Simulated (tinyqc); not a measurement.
Admittance spectroscopy of a deep trap: two steps of the calculation.

Schottky contact on an n-type layer with shallow donors Nd (all ionised) and a donor-like deep trap, neutral when filled and positive when empty; depletion approximation. Traps within lam of the depletion edge stay filled. The traps at xt = W - lam, where the level crosses the Fermi level, follow a slow signal and not a fast one. w = 2 pi f.

Values chosen for this exercise; material values those of a made-up semiconductor:
```
symbol    value   unit                                      meaning
eps_r      13.9                               relative permittivity
Nc      6.03e17  cm^-3   conduction-band density of states at 300 K
vth       4.4e7   cm/s                    thermal velocity at 300 K
Nd       1.1e16  cm^-3                        shallow donor density
Vbi        0.84      V                             built-in voltage
Et         0.18     eV  depth of the trap below the conduction edge
sn      3.6e-17   cm^2                        capture cross-section
Nt       9.6e14  cm^-3                                 trap density
Vr          1.7      V                                 reverse bias
f           860     Hz                             signal frequency
T           179      K                                  temperature
```

Constants: q = 1.602176634e-19 C, kB = 1.380649e-23 J/K, eps0 = 8.8541878128e-14 F/cm where lengths are in cm. Results are converted to the units shown.

Question 1. Widths and limiting capacitances. lam = sqrt(2 eps0 eps_r (EF - ET)/(q Nd)), EF - ET = Et - (kB T/q) ln(Nc(T)/Nd), Nc(T) = Nc (T/300 K)^1.5. In the steady state at the band bending V, 2 eps0 eps_r V/q = Nd W^2 + Nt (W - lam)^2 (the second term only if W > lam). V = Vbi + Vr. C_HF = eps0 eps_r/W, C_LF = eps0 eps_r (Nd + Nt)/(Nd W + Nt xt).

Find: lam; W; xt; C_HF; C_LF.

Answer 1.

lam = 134.84 nm
W = 580.85 nm
xt = 446.01 nm
C_HF = 21.188 nF/cm^2
C_LF = 21.591 nF/cm^2

The step is 1.90 % of C_HF.

Question 2. Admittance at the signal frequency. Emission rate en = sn vth(T) Nc(T) exp(-Et/kB T) = sn g T^2 exp(-Et/kB T), g = vth Nc/(300 K)^2, as vth goes as T^0.5 and Nc as T^1.5 (degeneracy factor 1). Inflection frequency w0 = 2 en [1 + Nt xt/(Nd W)]; C = C_HF + (C_LF - C_HF)/(1 + (w/w0)^2), G/w = (C_LF - C_HF)(w/w0)/(1 + (w/w0)^2).

W = 580.85339 nm
xt = 446.01071 nm
C_HF = 21.188343 nF/cm^2
C_LF = 21.590659 nF/cm^2

Wanted: en; w0/(2 pi); C; G/w.

Answer 2.

en = 2908 1/s
w0/(2 pi) = 987.7 Hz
C = 21.42 nF/cm^2
G/w = 0.1992 nF/cm^2

The signal lies near the inflection, where the loss is largest.

Computed by the program tinyqc: `OMP_NUM_THREADS=1 python tinyqc.py 2050110 2050111 out.jsonl`, one thread of a shared Intel Xeon 2.30GHz, about 0.01 s for the whole run.
